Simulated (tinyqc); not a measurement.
Wannier functions of a composite (isolated) pair of valence bands (bonds of an sp chain), step by step. Values are carried at full precision from step to step, so a last printed digit may differ when a step is redone from the rounded ones.

Each atom has a hybrid pointing left (<) and right (>). H(k): diagonal +V3 on A, -V3 on B; <A<|A>> = -V1a, <B<|B>> = -V1b, <A>|B<> = -V2, <B>|A<> = -V2p exp(ik); k in 1/a, Bloch sums with exp(ikR). The two lowest bands are filled. Trial functions in cell 0: g1 = cos(c) A> + sin(c) B<, and g2 = sin(c) B> + cos(c) A< of cell 1, whose Bloch vector has cos(c) exp(-ik) on A<. Projection A_mn = <psi_m|g_n>, S = A^+ A, Loewdin U = A S^(-1/2), Bloch-like states w_n = sum_m psi_m U_mn, H_W(k) = U^+ diag(E) U. P = sum_m |psi_m><psi_m| is free of phase choices, and S = g^+ P g, w = P g S^(-1/2).

Inputs chosen for the exercise: V2 = 2.65 eV (coupling in the bond A-B inside the cell); V2p = 4.11 eV (coupling in the bond to the next cell); V1a = 1.3 eV (coupling of the two hybrids on A); V1b = 1.44 eV (the same on B); V3 = 0 eV (A at +V3, B at -V3); j = 2 (mesh point, k = 2 pi j/N); N = 6 (k points); c = 65 degrees (trial bonds cos(c) on A, sin(c) on B); xb = 0.41 a (position of B (A at 0)).

## H at one mesh point

Fill in the matrix.

H(k) (eV):
```
,A<,A>,B<,B>
A<,0,-1.3000,0,2.0550+3.5594i
A>,-1.3000,0,-2.6500,0
B<,0,-2.6500,0,-1.4400
B>,2.0550-3.5594i,0,-1.4400,0
```

## Levels and the projector on the filled bands

Diagonalise; P = sum over the two lowest states of |psi><psi|.

levels (eV): -4.5650  -2.6151  2.6151  4.5650

P:
```
,A<,A>,B<,B>
A<,0.5000,0.1520+0.0792i,0,-0.2562-0.3937i
A>,0.1520-0.0792i,0.5000,0.4681+0.0389i,0
B<,0,0.4681-0.0389i,0.5000,0.1558+0.0715i
B>,-0.2562+0.3937i,0,0.1558-0.0715i,0.5000
```

The filled states put 2.000 electrons on A and 2.000 on B at this k.

## Loewdin orthogonalisation

The trial vectors are the columns g1 = (0, cos c, sin c, 0), g2 = (cos c exp(-ik), 0, 0, sin c), k = 2 pi j/N. Form S = g^+ P g, its eigenvalues, S^(-1/2), and w = P g S^(-1/2).

S:
```
,1,2
1,0.8586,0.1021+0.0423i
2,0.1021-0.0423i,0.8593
```

eigenvalues of S: 0.7484  0.9695

S^(-1/2):
```
,1,2
1,1.0860,-0.0648-0.0269i
2,-0.0648+0.0269i,1.0855
```

w:
```
,1,2
A<,0.1062+0.0623i,-0.3700-0.5899i
A>,0.6952+0.0391i,-0.1066-0.0616i
B<,0.6961-0.0182i,0.1106+0.0540i
B>,0.1108-0.0536i,0.6962+0.0119i
```

The combinations of the trial bonds that diagonalise S lie 74.8 to 96.9 % inside the filled space; an eigenvalue near zero would mark a poor choice.

## The Hamiltonian in the new basis

H_W = w^+ H w; its eigenvalues must be the two filled levels.

H_W(k) (eV):
```
,1,2
1,-2.860,-0.362+0.535i
2,-0.362-0.535i,-4.320
```

eigenvalues (eV): -4.565  -2.615

## Hoppings between the Wannier functions

H_mn(R) = (1/N) sum_k exp(-ikR) H_W,mn(k), the coupling of function m in cell 0 to function n in cell R.

H(R) (eV):
```
R,11,12,21,22
-2,0.0034,-0.0240,-0.0002,0.0036
-1,0.0663,-0.6448,-0.0030,0.0663
0,-2.7908,-0.6958,-0.6958,-4.2511
1,0.0663,-0.0030,-0.6448,0.0663
2,0.0034,-0.0002,-0.0240,0.0036
3,0.0006,-0.0022,-0.0022,0.0007
```

The bond levels are -2.791 and -4.251 eV, against -sqrt(V2^2 + V3^2) = -2.650 and -4.110 for isolated bonds. Neighbouring bonds couple by -0.696 eV through B; the bond-orbital estimate is -V1b (1 + ap)/2 = -0.720 with the mean V2 in ap = V3/sqrt(V2^2 + V3^2).

## The functions in real space

w_n(R) = (1/N) sum_k exp(ikR) w_n(k); point-like hybrids at R (A) and R + xb (B) give centres and spreads.

Function 1:
```
R,A<,A>,B<,B>
-2,0.0002,0.0031,-0.0006,-0.0058
-1,0.0032,0.0280,-0.0084,-0.0655
0,0.0689,0.6989,0.6996,0.0770
1,-0.0740,-0.0217,0.0148,0.0022
2,-0.0051,-0.0014,0.0015,0.0001
3,-0.0005,0.0003,0.0001,-0.0007
```

centres (a): 1 0.2060, 2 0.7040

spreads (a^2): 1 0.0498, 2 0.0921

Function 1 has 97.8 % of its weight on the two hybrids of its bond. Its centre lies +0.0010 a from the middle of the bond.

## Checks

- Eigenvalues of H_W against the filled levels: they agree to 1e-10 or better.
- W^+ w against the unit matrix: they agree to 1e-10 or better.

Computed by tinyqc, a small Python program: `OMP_NUM_THREADS=1 python tinyqc.py 1452261 1452262 out.jsonl` (the numbers bound the seed that draws the inputs); one thread of a shared host (Intel(R) Xeon(R) Processor @ 2.30GHz), about 0.3 s for the whole set of steps.
